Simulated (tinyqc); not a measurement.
# Frequency dispersion of an accumulation capacitance by border traps, distributed model: two studies

Traps spread evenly through the insulator exchange electrons with the semiconductor by tunnelling, with tau(x) = t0 exp(2 ka x) at depth x from the interface. The admittance per area Y seen at depth x obeys dY/dx = -Y^2/(i w eps0 eox) + q Nb ln(1 + i w tau)/tau, with Y(0) = i w Cs and w = 2 pi f; the gate sees Y(tox) = G + i w C. Working variable y = Y/(i w), in uF/cm^2. Cox = eps0 eox/tox.

Values chosen for this exercise; permittivity close to that of zirconium oxide: relative permittivity of the insulator eox = 22; insulator thickness tox = 7.6 nm; semiconductor capacitance in accumulation Cs = 5.6 uF/cm^2; density of border traps Nb = 5e18 cm^-3 eV^-1; decay constant of the wave function in the insulator ka = 3.2 1/nm; time constant of a trap at the interface t0 = 6e-11 s; frequency f = 1e6 Hz.

Constants: q = 1.602176634e-19 C, eps0 = 8.8541878128e-14 F/cm where lengths are in cm. Results are converted to the units shown.

Each table varies one quantity; the others keep the values above.

## Capacitance and loss against frequency

Cox; trap-free value 1/(1/Cox + 1/Cs); response depth d = ln(1/(w t0))/(2 ka), where w tau = 1; lumped estimate: all traps within d act as C_bt = q Nb d placed at d/2, so C = 1/{1/[1/(1/Cs + d/(2 eps0 eox)) + C_bt] + (tox - d/2)/(eps0 eox)}. C and G from a fine integration; dispersion -d C/d log10 f over C, from f times and over 1.1. For a broad spread of time constants G/w is close to -(pi/2) dC/d ln w.

The same in every row: trap-free C (uF/cm^2) = 1.758.

Results:
```
f (Hz),d (nm),C (uF/cm^2),G/w (uF/cm^2),dispersion (% a decade),-(pi/2) dC/d ln w (uF/cm^2),lumped C (uF/cm^2)
10,3.031,1.812,0.006847,0.5533,0.006841,1.806
100,2.671,1.803,0.006144,0.4991,0.006138,1.798
1000,2.311,1.794,0.005481,0.4473,0.005475,1.790
1e5,1.592,1.780,0.004270,0.3512,0.004265,1.777
1e6,1.232,1.774,0.003722,0.3070,0.003716,1.772
1e7,0.8720,1.769,0.003208,0.2655,0.003205,1.767
```

Estimate the missing row, f = 10000 Hz.

Computed row:
```
f (Hz),d (nm),C (uF/cm^2),G/w (uF/cm^2),dispersion (% a decade),-(pi/2) dC/d ln w (uF/cm^2),lumped C (uF/cm^2)
10000,1.951,1.787,0.004857,0.3980,0.004851,1.783
```

With this row back in the table: C falls from 1.812 to 1.769 uF/cm^2, towards the trap-free 1.758; each decade of frequency removes ln 10/(2 ka) = 0.360 nm from the response depth. The dispersion falls from 0.553 to 0.266 % a decade and G/w falls from 0.00685 to 0.00321 uF/cm^2. G/w stays at 1.00 times -(pi/2) dC/d ln w, the relation for a broad spread of time constants.

## Effect of the semiconductor capacitance in accumulation

Same model as above.

The same in every row: d (nm) = 1.232.

Results:
```
Cs (uF/cm^2),C (uF/cm^2),G/w (uF/cm^2),dispersion (% a decade),-(pi/2) dC/d ln w (uF/cm^2),lumped C (uF/cm^2),trap-free C (uF/cm^2)
0.2,0.2794,0.01632,8.560,0.01631,0.2688,0.1855
0.39,0.4220,0.01473,5.116,0.01473,0.4124,0.3385
1.4,0.9556,0.009510,1.458,0.009508,0.9494,0.9054
2.8,1.369,0.006254,0.6696,0.006251,1.364,1.338
5.4,1.755,0.003829,0.3194,0.003824,1.752,1.738
10,2.049,0.002381,0.1698,0.002373,2.047,2.040
20,2.276,0.001500,0.09590,0.001489,2.275,2.272
```

Estimate the missing row, Cs = 0.75 uF/cm^2.

Computed row:
```
Cs (uF/cm^2),C (uF/cm^2),G/w (uF/cm^2),dispersion (% a decade),-(pi/2) dC/d ln w (uF/cm^2),lumped C (uF/cm^2),trap-free C (uF/cm^2)
0.75,0.6485,0.01237,2.797,0.01237,0.6404,0.5802
```

With this row back in the table: As Cs goes from 0.2 to 20, C rises from 0.279 to 2.28 uF/cm^2, the dispersion falls from 8.56 to 0.0959 % a decade and G/w falls from 0.0163 to 0.00150 uF/cm^2. The lumped estimate is 3.8 % below C in the first row and 0.051 % below it in the last. The same traps disperse C more when Cs is small, since they then add to the weaker series term.

tinyqc, about 0.4 s, one thread, Intel Xeon 2.30GHz (shared host): `OMP_NUM_THREADS=1 python tinyqc.py 2202169 2202170 out.jsonl`
